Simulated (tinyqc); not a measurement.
Single-domain magnet: Stoner-Wohlfarth switching, Neel-Arrhenius retention, LLG dynamics and spin torque. Changing the thickness t. Computed by tinyqc, a small Python program. Command: `OMP_NUM_THREADS=1 python tinyqc.py 3004106 3004107 out.jsonl macro sweep`. One thread of a shared host (Intel(R) Xeon(R) Processor @ 2.30GHz), about 0.02 s of CPU time with the checks.

The moment is uniform, with unit vector m; z is the easy axis. mu_0 = 1.25663706212e-6 T m/A, gamma = 1.76085963023e11 rad/(s T).

Inputs (values chosen for the exercise, for a model magnet):
```
quantity                         value    unit
saturation magnetisation M_s       745    kA/m
diameter d                          46      nm
interface anisotropy K_i         0.443  mJ/m^2
bulk anisotropy K_u                 27  kJ/m^3
exchange stiffness A                21    pJ/m
temperature T                      250       K
attempt frequency f0                 1     GHz
waiting time t_w              3.15e+08       s
damping alpha                    0.015       -
spin-torque efficiency eta        0.47       -
drive I/I_c0                       3.2       -
```

Shape: thin disc, easy axis normal to it.

Constants: k_B = 1.380649e-23 J/K; e = 1.602176634e-19 C; hbar = 1.054571817e-34 J s.

Method:
- The disc is treated as an oblate spheroid with p = t/d: N_z = [1 - p arccos(p)/sqrt(1 - p^2)]/(1 - p^2); V = pi d^2 t/4; K_eff = K_u + K_i/t + K_shape, K_shape = -(mu_0 M_s^2/4)(3 N_z - 1); mu_0 H_K = 2 K_eff/M_s.
- Delta = K_eff V/(k_B T); tau = exp(Delta)/f0; probability of a flip within t_w: P = 1 - exp(-t_w/tau). Wall width parameter sqrt(A/K_eff); a two-domain state costs 4 sqrt(A K_eff) times the cross-section that the wall cuts (d t).
- For axial symmetry and a polariser along z: I_c0 = (4 e alpha/(hbar eta)) K_eff V; relaxation time tau_D = (1 + alpha^2)/(alpha gamma mu_0 H_K); thermal start angle theta_0 = 1/sqrt(2 Delta); switching time about tau_D ln(pi/(2 theta_0))/(I/I_c0 - 1); precession frequency gamma mu_0 H_K/(2 pi (1 + alpha^2)).

One run for each value; columns: (1) thickness t (nm); (2) K_eff (kJ/m^3); (3) stability factor Delta; (4) anisotropy field mu_0 H_K (T); (5) critical current I_c0 (microampere):
```
(1)       (2)     (3)     (4)     (5)
0.500  573.08  137.96  1.5385  92.358
0.625  398.04  119.78  1.0686  80.187
0.750  282.06  101.86  0.7572  68.186
0.875  199.81   84.18  0.5364  56.354
1.000  138.65   66.76  0.3722  44.690
1.120   93.21   50.26  0.2502  33.648
1.250   54.25   32.65  0.1456  21.857
1.380   23.02   15.30  0.0618  10.241
```

Describe and explain the trends.

Over the rows, K_eff (kJ/m^3) falls from 573 to 23.0 (exponent d ln y / d ln x -1.6 between the first rows and -8.7 between the last); stability factor Delta falls from 138 to 15.3 (exponent d ln y / d ln x -0.63 between the first rows and -7.7 between the last); anisotropy field mu_0 H_K (T) falls from 1.54 to 0.0618 (exponent d ln y / d ln x -1.6 between the first rows and -8.7 between the last). K_eff t = K_i + (K_u + K_shape) t: the interface term is spread over more volume as t grows. Left out: 1.50 (z is no longer the easy axis).

Caution (all rows): a flat cylinder has a smaller N_z than the spheroid of the same t/d, so K_eff of a real disc is larger.

Extremes, crossings and ranges named in words are read from the listed rows.
